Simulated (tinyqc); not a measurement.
# Worked calculation: hole mobility in a silicon inversion layer, empirical terms and Matthiessen rule

tinyqc, about 0.01 s, one thread, Intel Xeon 2.30GHz (shared host): `OMP_NUM_THREADS=1 python tinyqc.py 2510113 2510114 out.jsonl` Printed values are rounded.

Inversion layer of sheet density Ns on a uniformly doped body, under a high-permittivity gate with an interlayer. The mobility terms are empirical power laws with prefactors chosen for the exercise; adding their inverses (Matthiessen) is itself an approximation.

Parameters, values chosen for the exercise; material values close to those of silicon: temperature T = 325 K; band gap Eg = 1.14 eV; relative permittivity of the semiconductor eps_r = 11.8; conduction-band density of states at T Nc = 3.17e19 cm^-3; valence-band density of states at T Nv = 2.94e19 cm^-3; body doping Nb = 1.1e17 cm^-3; reverse body bias Vsb = 1 V; weight of the inversion charge in the effective field eta = 0.3333; gate capacitance Cox = 1.01 uF/cm^2; phonon-limited mobility at 1 MV/cm and 300 K Ap = 138 cm^2/(V s); roughness-limited mobility at 1 MV/cm As = 458 cm^2/(V s); exponent of the roughness term gs = 1.3; Coulomb prefactor Ac = 1600 cm^2/(V s); charge at the interface Nit = 4.9e11 cm^-2; remote-phonon mobility without interlayer Ar = 250 cm^2/(V s); interlayer thickness ti = 0.4 nm; decay length of remote phonons lr = 0.8 nm; inversion density Ns = 4.8e12 cm^-2; ratio W/L WL = 1; drain voltage Vd = 0.01 V; measured linear current I = 0.787 uA.

Constants: q = 1.602176634e-19 C, kB = 1.380649e-23 J/K, Vt = kB T/q, eps0 = 8.8541878128e-14 F/cm where lengths are in cm. Results are converted to the units shown.

## Depletion charge and effective field

ni = sqrt(Nc Nv) exp(-Eg/(2 Vt)), Eg in volts; Ndep = sqrt(2 eps0 eps_r Nb (2 Vt ln(Nb/ni) + Vsb)/q); E = q (Ndep + eta Ns)/(eps0 eps_r), in MV/cm.

ni = 4.42291e10 cm^-3
Ndep = 1.61804e12 cm^-2
E = 0.493457 MV/cm

The depletion charge gives 50.3 % of the field.

## Mobility terms and their sum

With t = T/(300 K): muC = Ac (Ns/1e12 cm^-2) t/(Nb/1e17 cm^-3 + Nit/1e11 cm^-2), muP = Ap E^(-1/3) t^(-1.75), muS = As E^(-gs), muR = Ar exp(2 ti/lr)/t; 1/mu is the sum of the inverses.

terms (cm^2/(V s)): Coulomb 1386.67, phonon 151.808, roughness 1147.21, remote phonon 627.296
mu = 102.310 cm^2/(V s)
shares of 1/mu (%): Coulomb 7.37811, phonon 67.3941, roughness 8.91817, remote phonon 16.3097

The phonon term limits most.

## Iteration 1: inversion density for the measured current

Ns at the start = 3.4e12 cm^-2

I = (W/L) q Ns mu Vd. E = q (Ndep + eta Ns)/(eps0 eps_r) in MV/cm. With t = T/(300 K): muC = Ac (Ns/1e12 cm^-2) t/(Nb/1e17 cm^-3 + Nit/1e11 cm^-2), muP = Ap E^(-1/3) t^(-1.75), muS = As E^(-gs), muR = Ar exp(2 ti/lr)/t; 1/mu is the sum of the inverses. Ns(new) = I/((W/L) q mu Vd).

E = 0.421901 MV/cm
mu = 104.434 cm^2/(V s)
Ns after iteration 1 = 4.70350e12 cm^-2

## Iteration 2: inversion density for the measured current

As before.

E = 0.488524 MV/cm
mu = 102.504 cm^2/(V s)
Ns after iteration 2 = 4.79206e12 cm^-2

## Course of the iteration: inversion density for the measured current

Stop when Ns changes by less than 1e5 cm^-2, or after 120 iterations.

Course of the iteration:
```
iteration  Ns (cm^-2)  |change| (cm^-2)
1          4.70350e12           1.30e12
2          4.79206e12           8.86e10
3          4.80041e12            8.35e9
4          4.80121e12            7.97e8
5          4.80128e12            7.62e7
6          4.80129e12            7.28e6
7          4.80129e12            6.96e5
8          4.80129e12            6.66e4
```

Converged in 8 iterations. At the end each change is about 0.096 times the one before: linear convergence.

## Split C-V extraction

```
point  Vg (V)  Cgc (uF/cm^2)       I (uA)
0         0.2     5.49376e-5  6.14680e-11
1         0.3     0.00107568   2.35786e-8
2         0.4      0.0206735   8.80550e-6
3         0.5       0.293468   0.00212564
4         0.6       0.898119    0.0503865
5         0.7        1.00362     0.157993
6         0.8        1.00967     0.274218
7         0.9        1.00998     0.387569
8           1        1.01000     0.496306
9         1.1        1.01000     0.600265
10        1.2        1.01000     0.699661
11        1.3        1.01000     0.794803
12        1.4           1.01     0.886007
```

Q(Vg) is the trapezoid sum of Cgc from the first point (where Q is taken as 0); mu_eff = I/((W/L) Q Vd); mu_FE = (dI/dVg)/((W/L) Cox Vd) with a backward difference. Listed from point 4 on.

```
point  Q (uC/cm^2)  mu_eff (cm^2/(V s))  mu_FE (cm^2/(V s))
4        0.0764304              65.9247             47.7830
5         0.171517              92.1150             106.541
6         0.272182              100.748             115.074
7         0.373165              103.860             112.229
8         0.474164              104.670             107.660
9         0.575164              104.364             102.930
10        0.676164              103.475             98.4122
11        0.777164              102.270             94.1998
12        0.878164              100.893             90.3013
```

At the last point mu_FE is 10 % below mu_eff: where the mobility falls with gate voltage the slope of I understates it.
